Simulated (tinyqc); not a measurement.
Equation-of-state fits to an energy-volume table made by a known binding curve. From exact pressure at c V_0 back to compression V/V_0 for the pressure test. Computed by tinyqc, a small Python program. Command: `OMP_NUM_THREADS=1 python tinyqc.py 3014888 3014889 out.jsonl eosfit inv`. One thread of a shared host (Intel(R) Xeon(R) Processor @ 2.30GHz), about 0.02 s of CPU time with the checks.

With x = (V/V_0)^(1/3), the energy per atom is E = D [exp(-2 eta (x - 1)) - 2 exp(-eta (x - 1))], so that B0 = 2 D eta^2/(9 V_0) and B' = 1 + eta. B' = dB/dP at P = 0.

Inputs (values chosen for the exercise, for a model crystal): cohesive energy D = 2.48 eV/atom; true volume V_0 = 16.3 angstrom^3/atom; stiffness eta = 3.

Binding curve: Morse. Noise: none.

Constants: 1 eV/angstrom^3 = 160.2176634 GPa.

Method. B0 and B' from the formulas above; P = -dE/dV at V = c V_0 (c the compression chosen), from the curve itself.

Question. A run gave the result below. Find the compression V/V_0 for the pressure test, known to lie between 0.61 and 0.92.

exact pressure at c V_0 = 10.76357 GPa

Answer.

Each step takes the trial c = (a f_b - b f_a)/(f_b - f_a), f being the result less the target and a, b, c the logarithms of the listed values; c replaces end b, the old b replaces a if the sign of f changed, and otherwise f_a is halved.

Scan of the range:
```
compression V/V_0 for the pressure test  exact pressure at c V_0 (GPa)
0.610                                                          61.7229
0.653                                                          47.0076
0.700                                                          34.6019
0.749                                                          24.7013
0.802                                                          16.5619
0.859                                                           9.9954
0.920                                                           4.7961
```

False position (Illinois rule, in the logarithm of the input) inside the bracket:
```
step     end a     end b     trial  exact pressure at c V_0 (GPa)
1     0.802000  0.859000  0.852128                        10.6887
2     0.802000  0.852128  0.850828                        10.8226
3     0.852128  0.850828  0.851401                        10.7635
4     0.850828  0.851401  0.851400                        10.7636
5     0.850828  0.851400  0.851400                        10.7636
6     0.851400  0.851400  0.851400                        10.7636
```

Exact pressure at c V_0 falls at every point of a 13-point scan of the range (every second point is shown), so one value fits; it is bracketed by 0.802 and 0.859. Answer: compression V/V_0 for the pressure test = 0.8514.
